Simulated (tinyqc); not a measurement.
Tunnelling through a gate dielectric, WKB transmission and Tsu-Esaki current: one step of the calculation.

Electrons leave the emitter at x = 0. Energies E (motion across the layers) are in eV from the emitter Fermi level; the collector Fermi level lies at -V and offers states at every E. No charge in the dielectric and no image force: F1 = V/t1, U = phi1 - F1 x. With C = hbar^2/(2 m0), kappa = sqrt(m (U - E)/C) where U > E and 0 elsewhere; T(E) = exp(-S), S = 2 times the integral of kappa over x.

Problem. WKB exponent by the midpoint rule. Cut each layer into nc equal cells, take U and kappa at the cell centres, and sum S = 2 sum kappa h.

Values chosen for this exercise; dielectric values close to those of aluminium oxide:
- phi1 = 2.66 eV (barrier of layer 1 above the emitter Fermi level at zero bias)
- m1 = 0.4 m0 (tunnelling mass of layer 1)
- t1 = 1.2 nm (thickness of layer 1)
- V = 0.2 V (voltage across the dielectric)
- E = 0 eV (energy of the electron followed)
- nc = 5 (cells in each layer)

Constants: q = 1.602176634e-19 C, hbar = 1.054571817e-34 J s, m0 = 9.1093837015e-31 kg, hbar^2/(2 m0) = 0.0380998212 eV nm^2. Results are converted to the units shown.

Wanted: x; U; kappa; S; T(E).

Solution.

```
cell  x (nm)  U (eV)  kappa (1/nm)
0     0.1200  2.6400        5.2647
1     0.3600  2.6000        5.2246
2     0.6000  2.5600        5.1843
3     0.8400  2.5200        5.1436
4     1.0800  2.4800        5.1026
```

S = 12.442
T(E) = 3.9511e-6

tinyqc, about 0.02 s, one thread, Intel Xeon 2.30GHz (shared host): `OMP_NUM_THREADS=1 python tinyqc.py 2540086 2540087 out.jsonl`
